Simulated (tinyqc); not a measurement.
One-dimensional ballistic tunnel FET, two-band WKB: one step of the calculation.

A p-type source for x < 0 with its Fermi level at 0 and its valence edge at ds; in the channel the bands fall as D exp(-x/lam) towards their flat values, with the conduction edge at Ec = ds - dP and D = dP + Eg. The gate moves dP one to one. The drain Fermi level lies at -Vd and the drain side reflects nothing. For w = E - Ec between 0 and dP an electron crosses the gap. Two-band dispersion with equal masses m: inside the gap kappa = sqrt(m u (1 - u/Eg)/C), u the distance from a band edge, C = hbar^2/(2 m0).

Question. The path through the gap by the midpoint rule. At w = w0 the path runs from xa = lam ln(D/(w + Eg)) to xb = lam ln(D/w); u(x) = w + Eg - D exp(-x/lam) is the height above the valence edge. Cut it into nc equal cells: S = 2 (cell width) times the sum of kappa at the centres.

Values chosen for this exercise; band and dielectric values close to those of indium phosphide: band gap Eg = 1.32 eV; band-edge mass of the two-band model m = 0.084 m0; screening length of the source junction lam = 2.9 nm; tunnelling window Ev(source) - Ec(channel) dP = 0.26 eV; energy above the channel conduction edge w0 = 0.2 eV; cells of the path nc = 10.

Constants: q = 1.602176634e-19 C, hbar = 1.054571817e-34 J s, m0 = 9.1093837015e-31 kg, hbar^2/(2 m0) = 0.0380998212 eV nm^2. Results are converted to the units shown.

Give: xa; xb; x; u; kappa; S.

Answer.

xa = 0.1123 nm
xb = 5.994 nm

| cell | x (nm) | u (eV) | kappa (1/nm) |
|---|---|---|---|
| 0 | 0.406 | 0.147 | 0.5360 |
| 1 | 0.995 | 0.399 | 0.7833 |
| 2 | 1.583 | 0.605 | 0.8500 |
| 3 | 2.171 | 0.773 | 0.8405 |
| 4 | 2.759 | 0.910 | 0.7895 |
| 5 | 3.347 | 1.022 | 0.7134 |
| 6 | 3.935 | 1.113 | 0.6200 |
| 7 | 4.523 | 1.188 | 0.5119 |
| 8 | 5.112 | 1.249 | 0.3852 |
| 9 | 5.700 | 1.299 | 0.2152 |

S = 7.346

tinyqc, about 0.02 s, one thread, Intel Xeon 2.30GHz (shared host): `OMP_NUM_THREADS=1 python tinyqc.py 2620111 2620112 out.jsonl`
